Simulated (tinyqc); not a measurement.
Inside a calculation: Franz-Keldysh effect at a direct gap. Values are carried at full precision from step to step, so a last printed digit may differ when a step is redone from the rounded ones.

Parabolic bands, vertical transitions, no excitons. For each hole band j: mr = me mj/(me + mj); joint density of states J_j(E) = (mr/c)^(3/2) sqrt(E - Eg)/(2 pi^2), both spins, c = hbar^2/2m0; averaged matrix element |e.p|^2 = m0 Ep/6; alpha_j(E) = 4 pi^2 alpha_f c Ep J_j/(3 nr E) in 1/angstrom (alpha_f the fine-structure constant, listed as alpha among the constants), times 1e8 for 1/cm.

In a field Fd (1 kV/cm = 1e-5 V/angstrom) the electro-optic energy of band j is th = (c (e Fd)^2/mr)^(1/3), and sqrt(E - Eg) in J_j is replaced by pi sqrt(th) [Ai'(b)^2 - b Ai(b)^2] with b = (Eg - E)/th; Ai is the Airy function.

Constants: hbar^2/2m0 = 3.80998211 eV angstrom^2; fine-structure constant alpha = 0.007297352564.

Values chosen for the exercise (near those of GaAs; the results hold for these values, not for the real material): Eg = 1.45 eV (direct gap); me = 0.0673 m0 (electron mass); mhh = 0.502 m0 (heavy-hole mass); mlh = 0.0789 m0 (light-hole mass); Ep = 25.9 eV (Kane energy); nr = 3.62 (refractive index); Fd = 67 kV/cm (uniform field); E = 1.498 eV (photon energy); L = 36 micrometre (length of a waveguide).

## Electro-optic energy and length

For each hole band give mr, th and the length th/(e Fd).

Scales:

| hole | mr (m0) | th (meV) | length (angstrom) |
|---|---|---|---|
| heavy | 0.05934 | 30.659 | 45.8 |
| light | 0.03632 | 36.111 | 53.9 |

The light-hole pair has th larger by a factor 1.178, the cube root of the ratio of reduced masses.

## Airy factors at E

Ai is the Airy function, th the electro-optic energy of each hole band from the table (its other columns are not needed here), b = (Eg - E)/th with th in eV; the factor takes the place of sqrt(E - Eg) in the joint density of states.

Form b, Ai(b), Ai'(b) and the factor pi sqrt(th) [Ai'^2 - b Ai^2] for each band, beside sqrt(E - Eg) (zero below the gap).

Factors:

| hole | b | Ai(b) | Ai'(b) | factor (eV^(1/2)) | without field |
|---|---|---|---|---|---|
| heavy | -1.5656 | 0.4425 | 0.3548 | 0.2379 | 0.2191 |
| light | -1.3292 | 0.5070 | 0.1916 | 0.2259 | 0.2191 |

## Absorption with and without the field

Put the factors in place of sqrt(E - Eg) in alpha_j and add the bands; a waveguide of length L changes its transmission by 4.343 (alpha(F) - alpha(0)) L dB.

alpha_j in the field (1/cm): heavy 4.09e+03, light 1.86e+03

alpha(F) = 5.95e+03 1/cm
alpha(0) = 5576 1/cm
change of loss = 5.92 dB

Without the field the loss over L is 87 dB, so this energy is of no use for a modulator. Above the gap the field raises the absorption at this energy; the sign alternates with energy (Franz-Keldysh oscillations). Excitons, which add a sharp peak at low field, are left out.

## Checks

- Airy factor at b = -40 against the zero-field limit sqrt(-b): 6.33 against 6.32.

Run: tinyqc, `OMP_NUM_THREADS=1 python tinyqc.py 1681555 1681556 out.jsonl`; Intel(R) Xeon(R) Processor @ 2.30GHz, one thread, shared host; about 0.01 s of CPU time with all checks.
